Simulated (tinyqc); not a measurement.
CIS and TDHF on RHF in the sto-6g basis, for H2, spin multiplicity 1, step by step. One step of it, computed by the program tinyqc.

Task: Integrals over molecular orbitals. (pq|rs) = sum C_ip C_jq C_kr C_ls (ij|kl), one index at a time.

coefficients C, order 1H 1s, 2H 1s:
```
[[0.587470, 0.952397],
 [0.587470, -0.952397]]
```

core Hamiltonian H = T + V (hartree), order 1H 1s, 2H 1s:
```
[[-0.948465, -0.608065],
 [-0.608065, -0.948465]]
```

Two-electron integrals (ij|kl) in chemists' order, unique and non-zero (hartree):
```
(11|11) 0.774999   (21|11) 0.272485   (21|21) 0.126227   (22|11) 0.451550
(22|21) 0.272485   (22|22) 0.774999
```

Give: one-electron integrals over orbitals h = C^T H C; Two-electron integrals over orbitals.

Result:

one-electron integrals over orbitals h = C^T H C (hartree):
```
[[-1.0744, 0.0000],
 [0.0000, -0.6175]]
```

Two-electron integrals over orbitals (pq|rs), unique and non-zero (hartree):
```
(11|11) 0.6120   (21|21) 0.2025   (22|11) 0.6099   (22|22) 0.6402
```
